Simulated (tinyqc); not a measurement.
Band bending at a free surface with a continuum of surface states, surface photovoltage and Kelvin probe: photovoltage against injection.

n-type bulk, xi = Ec - EF = Vt ln(Nc/Nd), p0 = ni^2/Nd, ni = sqrt(Nc Nv) exp(-Eg/(2 Vt)), Eg in volts. b is the upward band bending, u = b/Vt. Space charge per area, in units of q: Qc = sign(b) sqrt((2 eps0 eps_r Vt/q) [(Nd + dn)(exp(-u) - 1) + Nd u + (p0 + dn)(exp(u) - 1)]), with dn the excess density under light (flat quasi-Fermi levels; 0 in the dark). The states hold -Ds (E0 - xi - b): negative while the Fermi level lies above the neutrality level. Neutrality: Qc + Qf + (charge of the states) = 0.

Under chopped light the surface charge keeps its dark value, so b falls to bL with Qc(bL, dn) = Qc(b, 0); the photovoltage is b - bL.

Parameters, values chosen for the exercise; band and dielectric values close to those of germanium:
- T = 350 K (temperature)
- Eg = 0.653 eV (band gap)
- eps_r = 16.3 (relative permittivity)
- Nc = 1.31e19 cm^-3 (conduction-band density of states at T)
- Nv = 7.64e18 cm^-3 (valence-band density of states at T)
- Nd = 3.1e17 cm^-3 (donor density)
- Qf = 0 cm^-2 (fixed positive charge at the surface)
- Ds = 2.2e13 cm^-2 eV^-1 (density of surface states)
- E0 = 0.33 eV (depth of their neutrality level below the conduction edge)

Constants: q = 1.602176634e-19 C, kB = 1.380649e-23 J/K, Vt = kB T/q, eps0 = 8.8541878128e-14 F/cm where lengths are in cm. Results are converted to the units shown.

Photovoltage against injection:

| dn (cm^-3) | bL (V) | photovoltage (mV) | share of b removed (%) |
|---|---|---|---|
| 2.9e8 | 0.1760 | 9.639e-6 | 5.476e-6 |
| 2.9e9 | 0.1760 | 9.639e-5 | 5.476e-5 |
| 2.9e10 | 0.1760 | 9.639e-4 | 5.475e-4 |
| 2.9e11 | 0.1760 | 0.009636 | 0.005474 |
| 2.9e12 | 0.1759 | 0.09609 | 0.05458 |
| 2.9e13 | 0.1751 | 0.9344 | 0.5308 |
| 2.9e14 | 0.1685 | 7.506 | 4.264 |
| 2.9e15 | 0.1435 | 32.51 | 18.47 |
| 2.9e16 | 0.1008 | 75.24 | 42.74 |
| 2.9e17 | 0.05396 | 122.1 | 69.35 |
| 2.9e18 | 0.02084 | 155.2 | 88.16 |

The photovoltage rises from 9.64e-6 to 155 mV, towards the full b = 176 mV. Its steepest rise is 46.8 mV a decade (Vt ln 10 = 69.4 mV), and it reaches 88.2 % of b in the last row: even strong light does not flatten the bands fully, so a saturation reading understates b. For dn = 2.9e18 the injection is high, and a Dember voltage, left out here, adds to the signal.

Program tinyqc, `OMP_NUM_THREADS=1 python tinyqc.py 2430126 2430127 out.jsonl`; Intel Xeon 2.30GHz, shared host, one thread, about 0.01 s.
